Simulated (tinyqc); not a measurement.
## Quantum point contact as a saddle point: plateau quality against temperature

Potential V0 - m wx^2 x^2/2 + m wy^2 y^2/2; energies are counted from V0. Mode n = 0, 1, ... transmits T_n(E) = 1/(1 + exp(-2 pi (E - E_n)/wx)), E_n = wy (n + 1/2); each mode carries 2 q^2/h.

g(T) = int g(E) (-df/dE) dE = int g(mu + x kB T) dx/(4 cosh^2(x/2)), g(E) the zero-temperature value at E, g = G/(2 q^2/h).

Inputs (values chosen for the exercise):
```
symbol,value,unit,meaning
wy,2.5,meV,transverse quantum hbar wy
wx,1.6,meV,curvature of the barrier hbar wx
```

Constants: q = 1.602176634e-19 C, kB = 1.380649e-23 J/K, Vt = kB T/q. Results are converted to the units shown.

Plateau quality against temperature:

| T (K) | slope wy dg/dmu at mu = wy | slope at mu = 1.5 wy | g at mu = wy |
|---|---|---|---|
| 0.12 | 0.1432 | 2.452 | 1.000 |
| 0.23 | 0.1442 | 2.443 | 1.000 |
| 0.45 | 0.1482 | 2.411 | 1.000 |
| 0.85 | 0.1629 | 2.313 | 1.000 |
| 1.6 | 0.2243 | 2.067 | 1.000 |
| 3.1 | 0.4648 | 1.607 | 1.000 |
| 5.9 | 0.8377 | 1.160 | 1.001 |
| 11 | 0.9325 | 0.9930 | 1.023 |

What does the comparison show?

The slope on the first plateau rises from 0.143 to 0.932 and the slope on the second riser falls from 2.45 to 0.993; a slope of 1 everywhere means no steps at all. The plateau slope passes 0.5 at T = 5.9 K among the rows.

Program tinyqc, `OMP_NUM_THREADS=1 python tinyqc.py 2740004 2740005 out.jsonl`; Intel Xeon 2.30GHz, shared host, one thread, about 0.03 s.
